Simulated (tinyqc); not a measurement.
Threshold-voltage variability of a planar MOSFET, analytic estimates: one step of the calculation.

Three independent sources add in quadrature: random dopants in the depleted layer, metal-gate grains of two orientations, and roughness of the two gate edges acting through the roll-off VT = VT(long) - Vr exp(-L/l). These are first-order estimates: no three-dimensional electrostatics, no percolation.

Problem. Margin in standard deviations for the wanted yield. Cells fail independently with probability Q(k) = erfc(k/sqrt(2))/2 when the margin is k standard deviations, and Y = exp(-Nb Q(k)). phi = exp(-k^2/2)/sqrt(2 pi). Newton steps on ln Q(k) = ln(-ln(Y)/Nb): k(new) = k + [ln Q - ln(-ln(Y)/Nb)] Q/phi.

Values chosen for this exercise: number of cells Nb = 65536; wanted yield Y = 0.995.

k at the start = 4

Wanted: Q(k); phi; k after iteration 1.

Solution.

Q(k) = 3.167e-5
phi = 1.338e-4
k after iteration 1 = 5.426

Program tinyqc, `OMP_NUM_THREADS=1 python tinyqc.py 2090026 2090027 out.jsonl`; Intel Xeon 2.30GHz, shared host, one thread, about 0.01 s.
